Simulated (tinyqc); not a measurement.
Coupling and lever arm from microwave spectroscopy.

Inverse problem. A charge qubit absorbs at h f = sqrt(ep^2 + 4 tc^2), ep = al (V - V0). Find al, V0 and tc.

Constants: q = 1.602176634e-19 C, h = 6.62607015e-34 J s. Results are converted to the units shown.

gate voltage (mV): [0.2335, 0.261, 0.283]
resonance frequency Om/h (GHz): [3.3635482, 3.0170654, 4.8219944]

Answer. (h f)^2 is a parabola in V: its curvature gives al, its vertex V0 and 4 tc^2.

al = 0.500 eV/V
V0 = 0.250 mV
tc = 5.60 ueV

tinyqc, about 0.01 s, one thread, Intel Xeon 2.30GHz (shared host): `OMP_NUM_THREADS=1 python tinyqc.py 2470027 2470028 out.jsonl`
